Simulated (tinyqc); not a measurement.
Inside a calculation. Model: metal-interlayer-semiconductor contact, depinning against tunnelling resistance.

Program tinyqc, `OMP_NUM_THREADS=1 python tinyqc.py 2270072 2270073 out.jsonl`; Intel Xeon 2.30GHz, shared host, one thread, about 0.03 s. Printed values are rounded.

Zero bias, n-type semiconductor. Gap states at the semiconductor surface thin out as exp(-be ti), which unpins the barrier; electrons must then cross the interlayer (a rectangular barrier, no voltage drop across it) and the parabolic depleted layer, both by WKB. Energies E are counted from the Fermi level; no image force, parabolic bands.

Values chosen for this exercise; semiconductor values close to those of silicon; interlayer mass of the order of that in silicon nitride, offset chosen freely: temperature T = 300 K; band gap Eg = 1.11 eV; relative permittivity eps_r = 12; electron affinity chi = 3.9 eV; conduction-band density of states at T Nc = 2.8e19 cm^-3; tunnelling mass in the semiconductor mt = 0.184 m0; Richardson mass mA = 2.11 m0; donor density Nd = 1.3e18 cm^-3; charge-neutrality level above the valence band E0 = 0.37 eV; pinning factor without interlayer S0 = 0.26; metal work function phiM = 4.25 eV; interlayer thickness ti = 0.8 nm; conduction-band offset of the interlayer above the semiconductor dE = 2.14 eV; tunnelling mass in the interlayer mi = 0.46 m0; decay constant of gap states through the interlayer be = 2.4 1/nm.

Constants: q = 1.602176634e-19 C, kB = 1.380649e-23 J/K, eps0 = 8.8541878128e-12 F/m, hbar = 1.054571817e-34 J s, h = 6.62607015e-34 J s, m0 = 9.1093837015e-31 kg, Vt = kB T/q, hbar^2/(2 m0) = 0.0380998212 eV nm^2. Results are converted to the units shown.

## Pinning, barrier and scales

S = 1/(1 + (1/S0 - 1) exp(-be ti)); phiB = S (phiM - chi) + (1 - S)(Eg - E0); xi = Ec - EF deep inside, from Nd = Nc F(-xi/Vt), F(x) = (2/sqrt(pi)) int_0^infinity sqrt(u) du/(1 + exp(u - x)); band bending U = phiB - xi; E00 = (hbar/2) sqrt(Nd/(eps0 eps_r mt m0)) in volts; A = 4 pi q mA m0 kB^2/h^3.

S = 0.705584
phiB = 0.464822 eV
xi = 0.0789374 eV
U = 0.385885 eV
E00 = 0.0142462 eV
A = 253.566 A/(cm^2 K^2)

The interlayer moves the barrier from 0.639 eV to 0.465 eV; the unpinned limit is phiM - chi = 0.350 eV. E00/Vt = 0.551: by the usual rule of thumb (0.5 to 5) thermionic-field emission.

## Exponents and integrand on an energy grid

E, point 0 to 14 (eV): 0.08  0.11571  0.15143  0.18714  0.22286  0.25857  0.29429  0.33  0.36571  0.40143  0.43714  0.47286  0.50857  0.54429  0.58

With U = phiB - xi: for xi < E < phiB, y = (E - xi)/U and G1 = (U/E00) [sqrt(1 - y) - y ln((1 + sqrt(1 - y))/sqrt(y))], G1 = 0 above phiB; G2 = 2 ti sqrt(mi max(phiB + dE - E, 0)/C), C = hbar^2/(2 m0); f = 1/(1 + exp(E/Vt)); integrand exp(-G1 - G2) f.

```
point	G1	G2	f	integrand (1e-11)
0	26.7780	8.83391	0.0433331	0.00000
1	21.0046	8.77121	0.0112523	0.00013
2	16.8869	8.70805	0.00285002	0.00218
3	13.4833	8.64444	7.17587e-4	0.01762
4	10.5746	8.58035	1.80318e-4	0.08652
5	8.0630	8.51579	4.53102e-5	0.28584
6	5.8935	8.45071	1.13800e-5	0.67070
7	4.0387	8.38516	2.85919e-6	1.14984
8	2.4869	8.31908	7.18360e-7	1.45672
9	1.2449	8.25246	1.80415e-7	1.35397
10	0.3521	8.18531	4.53285e-8	0.88842
11	0.0000	8.11759	1.13842e-8	0.33953
12	0.0000	8.04932	2.86022e-9	0.09133
13	0.0000	7.98045	7.18341e-10	0.02457
14	0.0000	7.91099	1.80480e-10	0.00662
```

## Contact resistivity

1/rho_c = (A T^2/Vt^2) I, with I the trapezoid sum of the integrand over the grid.

I = 2.27524e-12 eV
rho_c = 12.871 ohm cm^2

A fine grid from xi upwards gives rho_c = 12.85 ohm cm^2; the coarse value is 0.19 % above it. The integrand peaks at E = 0.38 eV, and 5.4 % of the current flows above phiB. Tunnelling through the interlayer costs a factor of 4090 at this barrier height; the bare contact (ti = 0) has rho_c = 1.17 ohm cm^2, so with the interlayer rho_c is 11.0 times that.
